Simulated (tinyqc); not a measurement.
Inside a calculation. Method: coupled-perturbed Hartree-Fock on RHF in the sto-3g basis, for H2, spin multiplicity 1. One step of it, computed by the program tinyqc.

Task: Coupled step 1. U_ai = -(mu_ai + sum_bj [4 (ai|bj) - (ab|ij) - (aj|bi)] U_bj) / (e_a - e_i); alpha = -4 sum U_ai mu_ai.

uncoupled U:
```
          i1
a2  1.443253
```

dipole integrals <a|z|i> (bohr):
```
           i1
a2  -1.183549
```

orbital energies (hartree): MO1 -0.443693, MO2 0.376364

Two-electron integrals over orbitals (pq|rs), unique and non-zero (hartree):
```
(11|11) 0.603076   (21|21) 0.205641   (22|11) 0.602272   (22|22) 0.631916
```

Give: U after step 1; polarisability.

Result:

U after step 1:
```
        i1
a2  1.4175
```

polarisability = 6.7106 bohr^3
